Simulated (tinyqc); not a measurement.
Three ways to interpolate a mass: alloy A(1-x)B(x) by interpolation with bowing.

Each gap follows E(x) = (1 - x) E_A + x E_B - C x (1 - x); the lattice constant follows Vegard, a(x) = (1 - x) a_A + x a_B.

Mass at Gamma from the Kane formula 1/m = F + Ep (Eg + 2 Dso/3)/(Eg (Eg + Dso)). F is fixed by the masses of A and B and interpolated linearly, as is Ep; Eg and Dso carry their bowing.

Parameters, chosen for this exercise (A near GaP, B near InP; shifted at random, so the results belong to these values and not to a real crystal): Eg = (2.923, 1.432) eV (gap at Gamma to the s-like level of A, B); Dso = (0.08, 0.107) eV (spin-orbit splitting of A, B); Ep = (31.4, 20.5) eV (Kane energy of A, B); me = (0.1283, 0.0792) m0 (electron mass at Gamma of A, B); C = (0.71, 0.219, 1.032) eV (bowing of the Gamma, X and L gaps); Cs = 0 eV (bowing of Dso).

Linear in m, linear in 1/m, and the Kane formula.

Masses (m0):

| x | Eg (eV) | linear in m | linear in 1/m | Kane | Kane m/Eg (1/eV) |
|---|---|---|---|---|---|
| 0.000 | 2.923 | 0.1283 | 0.1283 | 0.1283 | 0.0439 |
| 0.125 | 2.659 | 0.1222 | 0.1191 | 0.1174 | 0.0442 |
| 0.250 | 2.417 | 0.1160 | 0.1111 | 0.1081 | 0.0447 |
| 0.375 | 2.197 | 0.1099 | 0.1041 | 0.1003 | 0.0456 |
| 0.500 | 2.000 | 0.1037 | 0.0979 | 0.0937 | 0.0468 |
| 0.625 | 1.825 | 0.0976 | 0.0925 | 0.0883 | 0.0484 |
| 0.750 | 1.672 | 0.0915 | 0.0876 | 0.0840 | 0.0503 |
| 0.875 | 1.541 | 0.0853 | 0.0832 | 0.0810 | 0.0526 |
| 1.000 | 1.432 | 0.0792 | 0.0792 | 0.0792 | 0.0553 |

At x = 0.5 the three give 0.1038, 0.0979 and 0.0937; judged by the largest distance, the Kane value is closer to the interpolation in 1/m (largest distances 0.0101 m0 from the rule in m, 0.0043 m0 from the rule in 1/m). The ratio m/Eg varies by a factor of 1.26 while the gap varies by 2.04; a constant ratio is the two-band rule m = Eg/Ep at fixed Ep.

(tinyqc, `OMP_NUM_THREADS=1 python tinyqc.py 1081517 1081518 out.jsonl`, Intel(R) Xeon(R) Processor @ 2.30GHz, 1 thread, shared host, about 0.01 s.)
